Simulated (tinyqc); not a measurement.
Levels of description: finite square well with mass mismatch (envelope functions).

A square well of width L and depth V0, mass mw inside and mb outside, energies from the bottom of the well, c = hbar^2/2m0. k = sqrt(mw E/c), kappa = sqrt(mb (V0 - E)/c). psi and psi'/m are continuous at the walls (BenDaniel-Duke), so level n solves k L + 2 atan[(k/mw)/(kappa/mb)] = n pi.

Non-parabolic bands: mw is replaced by mw (1 + alpha_w E) and mb by mb (1 - alpha_b (V0 - E)), in k, kappa and the matching condition alike.

Constants: hbar^2/2m0 = 3.80998211 eV angstrom^2.

Values chosen for the exercise (near those of a non-polar GaN well in AlGaN; not measured data): L = 53 angstrom (well width); V0 = 0.705 eV (barrier height); mw = 0.202 m0 (mass in the well); mb = 0.256 m0 (mass in the barrier); alpha_w = 0.19 1/eV (non-parabolicity in the well); alpha_b = 0.21 1/eV (non-parabolicity in the barrier).

The same well five ways. mb = mw: the barrier takes the mass of the well. psi' continuous: kappa holds mb but the condition drops the masses, k L + 2 atan(k/kappa) = n pi. The last column is measured against BenDaniel-Duke.

Levels (eV):
```
model                E1      E2      E3  E1 - E1(BDD) (meV)
infinite walls   0.0663  0.2651  0.5964                21.8
mb = mw          0.0462  0.1826  0.4000                 1.8
BenDaniel-Duke   0.0445  0.1766  0.3908                 0.0
psi' continuous  0.0479  0.1885  0.4095                 3.4
non-parabolic    0.0453  0.1757  0.3755                 0.9
```

How do the results move, and what explains it?

Hard walls put E1 21.8 meV too high. Ignoring the mass step moves it by +1.8 meV and the wrong matching by +3.4 meV: with mb/mw = 1.27, continuity of psi'/m lets the slope outside be 1.27 times the slope inside, which acts like a softer wall. Non-parabolicity shifts E1 by +0.9 meV, the balance of a heavier mass in the well, which lowers it, and a lighter mass deep in the barrier, which hardens the wall. Among the finite wells the largest departure in E1 is that of the model 'psi' continuous'.

Program tinyqc; command `OMP_NUM_THREADS=1 python tinyqc.py 1280917 1280918 out.jsonl`; about 0.01 s on one thread of a shared Intel(R) Xeon(R) Processor @ 2.30GHz.
